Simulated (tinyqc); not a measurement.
Worked calculation: UHF in the sto-3g basis, for H3-, spin multiplicity 1. The basis has no diffuse functions, so it cannot describe the extra electron: this is an exercise in the method, not the real anion. This run ends on a higher stationary point, not on the lowest solution. One step of it, computed by the program tinyqc.

Problem. Iteration 1: building the Fock matrix. J_ij = sum D_kl (ij|kl) with D = D(alpha) + D(beta), K_ij = sum D_kl (ik|jl) for each spin; F = H + J - K(s); E = tr D H + tr D J / 2 - 0.5 sum_s tr D(s) K(s) + E_nn.

D(alpha) at the start, lower triangle:
```
           1H 1s     2H 1s     3H 1s
1H 1s   1.285068
2H 1s  -0.087285  0.237694
3H 1s  -0.671436  0.375917  0.821577
```

D(beta) at the start, lower triangle:
```
           1H 1s     2H 1s     3H 1s
1H 1s   1.374252
2H 1s  -0.533417  0.594542
3H 1s  -0.314428  0.465040  0.375546
```

core Hamiltonian H = T + V (hartree), lower triangle:
```
           1H 1s      2H 1s      3H 1s
1H 1s  -1.423717
2H 1s  -0.842658  -1.423917
3H 1s  -0.842557  -0.843063  -1.423877
```

Two-electron integrals (ij|kl) in chemists' order, unique and non-zero (hartree):
```
(11|11) 0.774606   (21|11) 0.273491   (21|21) 0.127110   (22|11) 0.452464
(22|21) 0.273491   (22|22) 0.774606   (31|11) 0.273449   (31|21) 0.113319
(31|22) 0.214600   (31|31) 0.127075   (32|11) 0.214684   (32|21) 0.113384
(32|22) 0.273660   (32|31) 0.113371   (32|32) 0.127248   (33|11) 0.452433
(33|21) 0.214617   (33|22) 0.452586   (33|31) 0.273449   (33|32) 0.273660
(33|33) 0.774606
```

nuclear repulsion = 1.46871295 hartree

Give: Coulomb J; exchange K(alpha); exchange K(beta); F(alpha); F(beta); total energy of this density.

Solution.

Coulomb J (hartree), lower triangle:
```
       1H 1s  2H 1s  3H 1s
1H 1s  2.460
2H 1s  1.021  2.087
3H 1s  1.033  0.976  2.162
```

exchange K(alpha) (hartree), lower triangle:
```
       1H 1s  2H 1s  3H 1s
1H 1s  0.800
2H 1s  0.362  0.458
3H 1s  0.309  0.405  0.649
```

exchange K(beta) (hartree), lower triangle:
```
       1H 1s  2H 1s  3H 1s
1H 1s  0.829
2H 1s  0.321  0.574
3H 1s  0.341  0.413  0.503
```

F(alpha) (hartree), lower triangle:
```
        1H 1s   2H 1s  3H 1s
1H 1s   0.236
2H 1s  -0.183   0.206
3H 1s  -0.119  -0.272  0.089
```

F(beta) (hartree), lower triangle:
```
        1H 1s   2H 1s  3H 1s
1H 1s   0.207
2H 1s  -0.143   0.089
3H 1s  -0.151  -0.280  0.235
```

total energy of this density = -0.81138 hartree
